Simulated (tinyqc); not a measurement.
Inside a calculation: Brillouin zone and empty-lattice bands of the hcp structure. Values are carried at full precision from step to step, so a last printed digit may differ when a step is redone from the rounded ones.

Primitive vectors a1 = a (1,0,0), a2 = a (-1/2, sqrt3/2, 0), a3 = (0,0,c); atoms at 0 and a1/3 + 2 a2/3 + a3/2. Reciprocal vectors obey a_i.b_j = 2 pi delta_ij; k is given in units of 2 pi/a. Empty-lattice levels are c0 (2 pi/a)^2 |k + G|^2, c0 = hbar^2/2m0. Points: M = (1/2, 1/(2 sqrt3), 0), K = (2/3, 0, 0), A = (0, 0, a/2c), L = M + A, H = K + A.

Constants: hbar^2/2m0 = 3.80998211 eV angstrom^2; a0 (Bohr radius) = 0.5291772105 angstrom.

Parameters, chosen for this exercise (lattice near that of Mg; the results hold for these values, not for the real material):
- a = 3.179 angstrom (lattice constant)
- ca = 1.621 (c/a)
- Z = 2 (free electrons per atom)
- V1 = -0.2 eV (atomic form factor on the shell that bounds the zone)

## Reciprocal lattice

Give b1, b2, b3, the cell volume, the zone volume (2 pi)^3/V and the energy unit c0 (2 pi/a)^2.

b1, b2, b3 as rows (2 pi/a):
```
        1       2       3
1  1.0000  0.5774  0.0000
2  0.0000  1.1547  0.0000
3  0.0000  0.0000  0.6169
```

cell volume = 45.101 angstrom^3
zone volume = 5.4999 1/angstrom^3
energy unit = 14.8834 eV

## Shells of G and Bragg planes

List the first six shells of G with their number, the structure factor |sum over atoms of exp(i G.tau)|/(atoms per cell), and the distance |G|/2 of the Bragg plane from Gamma.

Shells:

| \|G\|^2 ((2 pi/a)^2) | number | structure factor | \|G\|/2 (2 pi/a) |
|---|---|---|---|
| 0.3806 | 2 | 0.0000 | 0.3085 |
| 1.3333 | 6 | 0.5000 | 0.5774 |
| 1.5223 | 2 | 1.0000 | 0.6169 |
| 1.7139 | 12 | 0.8660 | 0.6546 |
| 2.8556 | 12 | 0.5000 | 0.8449 |
| 3.4251 | 2 | 0.0000 | 0.9254 |

The structure factor vanishes at |G|^2 = 0.381 and 3.425: no first-order gap opens on those planes.

## The free-electron sphere

n = 2 Z/V, kF = (3 pi^2 n)^(1/3), EF = c0 kF^2, rs = (3/(4 pi n))^(1/3)/a0; compare kF with |k| of the points on the zone surface.

n = 0.08869 1/angstrom^3
kF = 0.6980 2 pi/a
EF = 7.252 eV
rs = 2.629

Points:

| point | \|k\| (2 pi/a) | kF/\|k\| | lowest level (eV) | levels below EF |
|---|---|---|---|---|
| M | 0.5774 | 1.209 | 4.961 | 2 |
| K | 0.6667 | 1.047 | 6.615 | 3 |
| A | 0.3085 | 2.263 | 1.416 | 2 |
| L | 0.6546 | 1.066 | 6.377 | 4 |
| H | 0.7346 | 0.950 | 8.031 | 0 |

The sphere passes beyond M, K, A and L but not H: electrons spill into higher bands while the corners of the first zone stay empty.

## Empty-lattice levels at Gamma, K and A

Give the five lowest values of |k + G|^2 with their degeneracy (spin not counted).

Levels:

| point | \|k + G\|^2 | degeneracy | E (eV) |
|---|---|---|---|
| Gamma | 0.0000 | 1 | 0.000 |
| Gamma | 0.3806 | 2 | 5.664 |
| Gamma | 1.3333 | 6 | 19.845 |
| Gamma | 1.5223 | 2 | 22.657 |
| Gamma | 1.7139 | 12 | 25.509 |
| K | 0.4444 | 3 | 6.615 |
| K | 0.8250 | 6 | 12.279 |
| K | 1.7778 | 3 | 26.459 |
| K | 1.9667 | 6 | 29.271 |
| K | 2.1583 | 6 | 32.124 |
| A | 0.0951 | 2 | 1.416 |
| A | 0.8563 | 2 | 12.744 |
| A | 1.4285 | 12 | 21.261 |
| A | 2.1896 | 12 | 32.589 |
| A | 2.3786 | 2 | 35.401 |

The lowest level is 3-fold at K and 2-fold at A: as many zones meet there, and these are the lowest sets at these points on which a weak potential acts. On the face A-H-L of hcp the levels stay paired: the structure factor of (0001) vanishes, and without spin-orbit coupling the screw axis with time reversal keeps the pairing to all orders.

## The gap at M

At M two waves k and k - G with G = 2k are degenerate at E0. With V = |V1| x structure factor of G the levels are E0 -/+ V, and the masses normal to the face are 1/(1 -/+ 2 E0/V).

structure factor = 0.5000
E0 = 4.961 eV

levels (eV): 4.861  5.061

masses normal to the face, lower and upper (m0): -0.0102  0.0100

EF of the free sphere, 7.25 eV, lies above the gap: the upper band holds electrons here (EF = c0 (3 pi^2 n)^(2/3) for 4 electrons a cell; its shift by the potential is neglected).

## Checks

- a_i.b_j/(2 pi) against the unit matrix: they agree to 1e-10 or better.

Program tinyqc; command `OMP_NUM_THREADS=1 python tinyqc.py 1850432 1850433 out.jsonl`; about 0.02 s on one thread of a shared Intel(R) Xeon(R) Processor @ 2.30GHz.
